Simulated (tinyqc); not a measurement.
Inside a calculation. Method: plane-wave Kohn-Sham cycle with exchange-only LDA in a layered model solid. One step of it, computed by the program tinyqc.

Question. Iteration 2: Hamiltonian at one k. H(m,m') = (k + G_m)^2/2 delta + V(G_m - G_m'), with V(-G) = V(G).

A solid whose potential varies along x alone (atomic units):
```
parameter                      value
period a                    9.400000
cross-section of the cell  29.000000
electrons per cell                 4
grid points                       16
plane waves -n..n, n               2
k points                           3
V1 in V1 cos(2 pi x/a)     -0.130000
V2 in V2 cos(4 pi x/a)     -0.120000
```

V(G_m), m = 0, 1, 2, ... (hartree): [-0.241077, -0.064279, -0.059739, -0.000058, -0.000009]

k = 0.000000 2 pi / a

Give: H.

Answer.

H (hartree), order -2, -1, +0, +1, +2:
```
[[0.653, -0.064, -0.060, 0.000, 0.000],
 [-0.064, -0.018, -0.064, -0.060, 0.000],
 [-0.060, -0.064, -0.241, -0.064, -0.060],
 [0.000, -0.060, -0.064, -0.018, -0.064],
 [0.000, 0.000, -0.060, -0.064, 0.653]]
```
